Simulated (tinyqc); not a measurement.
Band edges of strained Si(1-x)Ge(x) on relaxed Si(1-y)Ge(y): one step. Valence edges of the layer. Five cases, with inputs chosen for the exercise.

Problem. Give the strain block and the three twofold edges.

Valence edges: Ev plus the levels of the 6 x 6 matrix of X, Y, Z times spin with -Dso/3 + l exx + m (eyy + ezz) on the diagonal (cyclic), n exy off it, l = av + 2 b, m = av - b, n = sqrt(3) d. Spin-orbit term (Dso/3) L.sigma on X, Y, Z with (L_k)_ij = -i epsilon_kij: <X+|H|Y+> = -i Dso/3, <X+|H|Z-> = Dso/3, <Y+|H|Z-> = -i Dso/3, <Z+|H|X-> = -Dso/3, <Z+|H|Y-> = i Dso/3, <X-|H|Y-> = i Dso/3, and their conjugates; + and - are the spin along z.

Give: strain block; edges from the top.

Case 1.

Interpolated values (a in angstrom, C11, C12, C44 in GPa, all else in eV):
```
symbol,layer,buffer
a,5.553900,5.423000
Dso,0.179850,0.044000
av,1.775500,2.430000
b,-2.347500,-2.100000
d,-5.058000,-4.750000
C11,144.590000,163.400000
C12,55.045000,63.900000
C44,71.680000,78.500000
Ev,0.379500,0.000000
ED,0.992748,1.174000
EL,1.293300,1.972000
aD,1.539000,1.770000
aL,-2.728000,-2.860000
XuD,9.203000,9.390000
XuL,15.691000,16.230000
```

strain tensor in the cubic axes:
```
,x,y,z
x,-0.01248192,0.01108711,0.01108711
y,0.01108711,-0.01248192,0.01108711
z,0.01108711,0.01108711,-0.01248192
```

Solution.

strain block (eV):
```
,X,Y,Z
X,-0.0665,-0.0971,-0.0971
Y,-0.0971,-0.0665,-0.0971
Z,-0.0971,-0.0971,-0.0665
```

edges from the top (eV): 0.4101  0.3180  0.0311

The top two edges are split by 92 meV.

Case 2.

Interpolated values (a in angstrom, C11, C12, C44 in GPa, all else in eV):
```
symbol,layer,buffer
a,5.499560,5.438000
Dso,0.110150,0.044000
av,2.147900,2.480000
b,-2.216100,-2.100000
d,-4.903100,-4.760000
C11,156.767000,167.000000
C12,59.115000,63.300000
C44,75.436000,79.000000
Ev,0.189000,0.000000
ED,1.031054,1.134000
EL,1.687460,2.039000
aD,1.509800,1.580000
aL,-3.223100,-3.350000
XuD,9.135500,8.960000
XuL,15.916200,16.170000
```

strain tensor in the cubic axes:
```
,x,y,z
x,-0.01119362,0.00000000,0.00000000
y,0.00000000,-0.01119362,0.00000000
z,0.00000000,0.00000000,0.00844197
```

Solution.

strain block (eV):
```
,X,Y,Z
X,0.0136,0,0
Y,0,0.0136,0
Z,0,0,-0.1170
```

edges from the top (eV): 0.2026  0.1522  0.0122

The top two edges are split by 50 meV.

Case 3.

Interpolated values (a in angstrom, C11, C12, C44 in GPa, all else in eV):
```
symbol,layer,buffer
a,5.599640,5.516690
Dso,0.224000,0.136500
av,1.591600,2.018600
b,-2.415600,-2.247600
d,-5.183600,-4.963100
C11,139.000000,152.125000
C12,52.964000,58.669000
C44,70.388000,74.623000
Ev,0.504000,0.259000
ED,0.941258,1.009504
EL,1.103360,1.562560
aD,1.514400,1.682400
aL,-3.014400,-3.007400
XuD,9.540400,9.515900
XuL,15.457200,15.978700
```

strain tensor in the cubic axes:
```
,x,y,z
x,-0.00390936,0.01090410,0.00000000
y,0.01090410,-0.00390936,0.00000000
z,0.00000000,0.00000000,-0.01481345
```

Solution.

strain block (eV):
```
,X,Y,Z
X,-0.0624,-0.0979,0
Y,-0.0979,-0.0624,0
Z,0,0,0.0167
```

edges from the top (eV): 0.5309  0.4436  0.2054

The top two edges are split by 87 meV.

Case 4.

Interpolated values (a in angstrom, C11, C12, C44 in GPa, all else in eV):
```
symbol,layer,buffer
a,5.610600,5.506762
Dso,0.239800,0.129100
av,1.494000,2.043000
b,-2.438000,-2.253500
d,-5.180000,-4.977500
C11,136.440000,151.830000
C12,52.000000,58.975000
C44,68.780000,75.485000
Ev,0.488000,0.213500
ED,0.946800,1.035675
EL,1.003400,1.569050
aD,1.396000,1.567000
aL,-3.014000,-3.000500
XuD,9.446000,9.324500
XuL,15.102000,16.006500
```

strain tensor in the cubic axes:
```
,x,y,z
x,-0.01850738,0.00000000,0.00000000
y,0.00000000,-0.01850738,0.00000000
z,0.00000000,0.00000000,0.01410706
```

Solution.

strain block (eV):
```
,X,Y,Z
X,0.0453,0,0
Y,0,0.0453,0
Z,0,0,-0.1933
```

edges from the top (eV): 0.5333  0.4322  0.1560

The top two edges are split by 101 meV.

Case 5.

Interpolated values (a in angstrom, C11, C12, C44 in GPa, all else in eV):
```
symbol,layer,buffer
a,5.650000,5.602320
Dso,0.286000,0.237600
av,1.230000,1.476000
b,-2.550000,-2.460000
d,-5.270000,-5.186000
C11,127.800000,135.460000
C12,48.500000,51.480000
C44,66.200000,68.840000
Ev,0.630000,0.504000
ED,0.928000,0.935240
EL,0.744000,0.989800
aD,1.200000,1.332000
aL,-2.660000,-2.812000
XuD,9.260000,9.178000
XuL,15.570000,15.636000
```

strain tensor in the cubic axes:
```
,x,y,z
x,-0.00843894,0.00000000,0.00000000
y,0.00000000,-0.00843894,0.00000000
z,0.00000000,0.00000000,0.00640514
```

Solution.

strain block (eV):
```
,X,Y,Z
X,0.0250,0,0
Y,0,0.0250,0
Z,0,0,-0.0886
```

edges from the top (eV): 0.6550  0.5903  0.3201

The top two edges are split by 65 meV.

Computed by tinyqc, one run a case: `OMP_NUM_THREADS=1 python tinyqc.py N N+1 out.jsonl` with N = 1051097, 1051110, 1051274, 1051404, 1051530; one thread of a shared Intel(R) Xeon(R) Processor @ 2.30GHz, about 0.03 s a run at most.
